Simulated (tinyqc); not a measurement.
Transmission against field: band-to-band tunnelling across a p-n junction in a two-band chain.

Sites alternate A at -Eg/2 and C at +Eg/2 with hopping -t; near the edges, with k counted from the zone boundary pi/a, E^2 = (Eg/2)^2 + (t a k)^2, so t = sqrt(c Eg/m)/a gives the mass m, c = hbar^2/2m0. In the gap cosh(q a) = 1 + (Eg^2/4 - e^2)/(2 t^2), e the energy from the local mid-gap. The potential is V0 = Eg + ov on the p side (left), 0 on the n side, and falls linearly over the 2N sites of the junction, V_j = V0 (1 - j/(2N + 1)), j = 1 to 2N, site 1 being A. E = Eg/2 + x ov. A half chain that ends on a site of level e1 with neighbour e2 has g = (1 + z)/(E - e1), z = exp(-/+ i k a) the root with Im g < 0, cos(k a) = (E - e1)(E - e2)/(2 t^2) - 1. S_L = t^2 g (ending on C, shifted by V0), S_R = t^2 g (starting on A). T = 4 Im(S_L) Im(S_R) |G_(1,2N)|^2.

Constants: hbar^2/2m0 = 3.80998211 eV angstrom^2.

Inputs chosen for the exercise (gap and mass near those of GaAs; not measured data): Eg = 1.477 eV (gap); m = 0.0705 m0 (mass of electron and light hole); a = 6 angstrom (period (two sites)); ov = 0.43 eV (overlap: top of the valence band on the p side above the conduction edge on the n side); x = 0.33 (energy above the n-side conduction edge, as a share of ov).

N is varied at fixed V0 and E. WKB: exp(-2 I/F) with I = pi Eg^2/(8 t a), F = V0/((2N + 1) a/2); this is the Landau-Zener result for a uniform field.

Against N:

| N | F (MV/cm) | exponent | T, chain | T, WKB | ratio |
|---|---|---|---|---|---|
| 5 | 5.779 | 3.319 | 0.0552 | 0.0362 | 1.526 |
| 8 | 3.739 | 5.129 | 0.00986 | 0.00592 | 1.665 |
| 12 | 2.543 | 7.542 | 0.000863 | 0.000530 | 1.627 |
| 18 | 1.718 | 11.163 | 2.11e-05 | 1.42e-05 | 1.486 |
| 26 | 1.199 | 15.990 | 1.53e-07 | 1.14e-07 | 1.343 |
| 38 | 0.826 | 23.230 | 1.04e-10 | 8.15e-11 | 1.271 |
| 55 | 0.573 | 33.488 | 3.81e-15 | 2.86e-15 | 1.332 |
| 80 | 0.395 | 48.572 | 1.10e-21 | 8.04e-22 | 1.371 |

T falls from 0.0552 at 5.78 to 1.10e-21 at 0.39 MV/cm. ln T against 1/F has slope -19.121 MV/cm between the rows N = 38 and 80, against -2I = -19.178. The ratio to WKB stays between 1.27 (N = 38) and 1.66 (N = 8): the exponent decides, and the ratio holds the reflections where the field begins and ends and the lattice correction to q, which scales the exponent and so grows with N.

tinyqc: `OMP_NUM_THREADS=1 python tinyqc.py 1450013 1450014 out.jsonl`; about 0.01 s, one thread, shared Intel(R) Xeon(R) Processor @ 2.30GHz.
